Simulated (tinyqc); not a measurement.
## Capacitance shares from swing and barrier lowering

Question. Below threshold the charge is negligible, so the band edge moves as -(aG Vg + aD Vd), aG = CG/CS, aD = CD/CS (CG, CD the capacitances of the barrier top to gate and drain, CS the total), and I goes as exp((aG Vg + aD Vd)/Vt) once Vd is well above Vt. Find aG, aD, CS and CD.

Parameters, values chosen for the exercise:

| symbol | value | unit | meaning |
|---|---|---|---|
| T | 300 | K | temperature |

Constants: q = 1.602176634e-19 C, kB = 1.380649e-23 J/K, Vt = kB T/q. Results are converted to the units shown.

swing = 74.408037 mV/decade
DIBL = 100 mV/V
CG = 1.5118744 pF/cm

Solution. The swing is Vt ln 10/aG and the DIBL, -dVg/dVd at fixed current, is aD/aG.

aG = 0.800
aD = 0.0800
CS = 1.89 pF/cm
CD = 0.151 pF/cm

tinyqc, about 0.04 s, one thread, Intel Xeon 2.30GHz (shared host): `OMP_NUM_THREADS=1 python tinyqc.py 2400125 2400126 out.jsonl`
